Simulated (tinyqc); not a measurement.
# Semiconductor laser, carrier and photon rate equations: effects of single changes

Carrier density N and photon density S in one mode: dN/dt = F1 = eta I/(q V) - (A N + B N^2 + C N^3) - vg g S; dS/dt = F2 = G vg g S + G be B N^2 - S/tp, with g = g0 ln(N/Ntr)/(1 + ec S). Output power P = Fo Eph S V/(G tp). No heating, no carrier transport.

Values chosen for this exercise: active volume V = 1.1e-11 cm^3; confinement factor G = 0.079; group velocity vg = 7.25e9 cm/s; gain coefficient g0 = 1600 1/cm; transparency density Ntr = 1.2e18 cm^-3; gain compression ec = 1.5e-17 cm^3; photon lifetime tp = 3.4 ps; defect recombination coefficient A = 4.1e7 1/s; radiative coefficient B = 1.2e-10 cm^3/s; Auger coefficient C = 4.6e-29 cm^6/s; share of spontaneous emission into the mode be = 8.4e-5; injection efficiency eta = 0.87; share of cavity losses that is output Fo = 0.31; photon energy Eph = 1.46 eV; drive current I = 6.7 mA.

Constants: q = 1.602176634e-19 C. Results are converted to the units shown.

Each table varies one quantity; the others keep the values above.

## Modulation bandwidth against current

gth = 1/(G vg tp), Nth = Ntr exp(gth/g0), Ith = q V (A Nth + B Nth^2 + C Nth^3)/eta. N and S are the steady state (F1 = F2 = 0, S > 0). Jacobian, with a = g0/(N (1 + ec S)) and d = g/(1 + ec S): J11 = -(A + 2 B N + 3 C N^2) - vg a S, J12 = -vg d, J21 = G vg a S + 2 G be B N, J22 = G vg d - 1/tp. wR^2 = det J, gamma = -trace J, fR = wR/(2 pi); the response wR^2/(wR^2 - w^2 + i gamma w) falls to 1/sqrt(2) at w^2 = x + sqrt(x^2 + wR^4), x = wR^2 - gamma^2/2 (f3dB = w/(2 pi)).

The same in every row: Ith (mA) = 1.2242.

Modulation bandwidth against current:
```
I (mA)   P (mW)  fR (GHz)  gamma (1/ns)  f3dB (GHz)
1.6     0.14777    1.6134        1.4276      2.4981
2.4     0.46220    2.8498        2.6036      4.4114
3.5     0.89457    3.9589        4.2474      6.1195
5.2      1.5628    5.2209        6.7784      8.0508
7.6      2.5062    6.5909        10.320      10.128
11       3.8426    8.1253        15.270      12.425
17       6.2010    10.243        23.817      15.527
25       9.3454    12.447        34.849      18.656
37       14.062    15.040        50.653      22.170
```

Read the table: what changes, and by how much?

As I goes from 1.6 to 37 mA, fR rises from 1.61 to 15.0 GHz, gamma rises from 1.43 to 50.7 1/ns and f3dB rises from 2.50 to 22.2 GHz. Against I - Ith, fR goes with exponent 0.50 at the start and 0.46 at the end (1/2 without compression). The slope of gamma against fR^2 between the third and fourth rows, the K factor, is 0.218 ns. For I = 17 to 37 mA the current exceeds 12 Ith, where heating, left out here, usually rolls the output over.

## Effect of the confinement factor on threshold and bandwidth

Same model as above.

Effect of the confinement factor on threshold and bandwidth:
```
G      Ith (mA)  P (mW)  fR (GHz)  gamma (1/ns)  f3dB (GHz)
0.053     1.748   1.945     4.413         5.565       6.807
0.068     1.375   2.092     5.456         7.526       8.406
0.087     1.146   2.183     6.555         10.08       10.08
0.11      1.002   2.240     7.682         13.20       11.78
0.14     0.8995   2.281     8.942         17.28       13.66
0.18     0.8244   2.311     10.38         22.71       15.78
0.24     0.7642   2.335     12.21         30.76       18.42
```

What does the table show?

As G goes from 0.053 to 0.24, Ith falls from 1.75 to 0.764 mA, fR rises from 4.41 to 12.2 GHz, gamma rises from 5.56 to 30.8 1/ns and f3dB rises from 6.81 to 18.4 GHz.

## Effect of the gain compression on threshold and bandwidth

Same model as above.

The same in every row: Ith (mA) = 1.224.

Effect of the gain compression on threshold and bandwidth:
```
ec (cm^3)  P (mW)  fR (GHz)  gamma (1/ns)  f3dB (GHz)
1e-18       2.156     6.156         6.118       9.523
2.2e-18     2.156     6.153         6.368       9.514
4.6e-18     2.155     6.146         6.865       9.495
1e-17       2.154     6.130         7.976       9.452
2.2e-17     2.151     6.095         10.41       9.346
4.6e-17     2.145     6.027         15.14       9.099
1e-16       2.131     5.882         25.12       8.382
```

As ec goes from 1e-18 to 1e-16 cm^3, Ith stays at 1.22 mA, fR falls from 6.16 to 5.88 GHz, gamma rises from 6.12 to 25.1 1/ns and f3dB falls from 9.52 to 8.38 GHz.

Numbers from tinyqc (`OMP_NUM_THREADS=1 python tinyqc.py 2840040 2840041 out.jsonl`; about 0.01 s on one thread of a shared Intel Xeon 2.30GHz).
